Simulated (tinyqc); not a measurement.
Inversion-layer mobility, back-scattering and ballistic limit of a field-effect transistor: one step, computed by the program tinyqc. Command: `OMP_NUM_THREADS=1 python tinyqc.py 3024177 3024178 out.jsonl mos walk`. One thread of a shared host (Intel(R) Xeon(R) Processor @ 2.30GHz), about 0.01 s of CPU time with the checks.

The charge at the top of the source barrier is fixed by the gate; series resistance and short-channel effects are left out. F_j are Fermi integrals normalised to exp(eta) in the classical limit.

Problem. Back-scattering. F_j(eta) = (1/Gamma(j + 1)) int_0^infinity x^j/(1 + exp(x - eta)) dx, F_0 = ln(1 + exp(eta)). Integrals over x = E/(k_B T) use 160 Gauss-Legendre points in u = sqrt(x) from 0 to sqrt(max(eta, 0) + 32). Ballistic channel: N_2D = g_v m k_B T/(pi hbar^2), U = e V_D/(k_B T); eta_F solves N_inv = (N_2D/2)[F_0(eta_F) + F_0(eta_F - U)]; v_T = sqrt(2 k_B T/(pi m)); I/W = e (N_2D/2) v_T [F_1/2(eta_F) - F_1/2(eta_F - U)]; injection velocity v_T F_1/2(eta_F)/F_0(eta_F). Mean free path lambda = (2 k_B T/e)(mu/v_T) F_0(eta_0)/F_-1/2(eta_0), with eta_0 from N_inv = N_2D F_0(eta_0); critical length l = L (1 + U)^(-a), an empirical rule; back-scattering r = l/(l + lambda). Then eta solves N_inv = (N_2D/2)[(1 + r) F_0(eta) + (1 - r) F_0(eta - U)] and I/W = e (N_2D/2) v_T (1 - r)[F_1/2(eta) - F_1/2(eta - U)]. Ballistic ratio: I over the ballistic current. Apparent mobility 1/(1/mu + 1/mu_B), mu_B = mu L/lambda.

Inputs (values chosen for the exercise, modelled on an InGaAs n-channel):

| quantity | value | unit |
|---|---|---|
| transport mass m | 0.046 | m_0 |
| valley degeneracy g_v | 1 | - |
| drain voltage V_D | 0.6 | V |
| channel length L | 70 | nm |
| exponent a of the critical length | 0.57 | - |
| temperature T | 300 | K |

Statistics at the top of the barrier: Fermi-Dirac.

inversion density N_inv = 4.310552e+12 1/cm^2

effective mobility mu = 2401.212 cm^2/(V s)

Constants: m_0 = 9.1093837015e-31 kg; k_B = 1.380649e-23 J/K; hbar = 1.054571817e-34 J s; k_B = 8.617333262e-05 eV/K; e = 1.602176634e-19 C.

Give: eta_0; mean free path lambda; critical length l; back-scattering coefficient r; current I/W; ballistic ratio; apparent low-field mobility.

Solution.

eta_0 = 8.6771

mean free path lambda = 129.97 nm

critical length l = 11.382 nm

back-scattering coefficient r = 0.080525

current I/W = 4465.5 microampere/micrometre

ballistic ratio = 0.81937

apparent low-field mobility = 840.56 cm^2/(V s)

L/lambda = 0.54, but at this drain voltage only the first 11.4 nm can return a carrier to the source, so the device works at 82 % of its ballistic limit. Caution: in a degenerate gas the layer that can return carriers is set by E_F rather than k_B T, so l is underestimated.
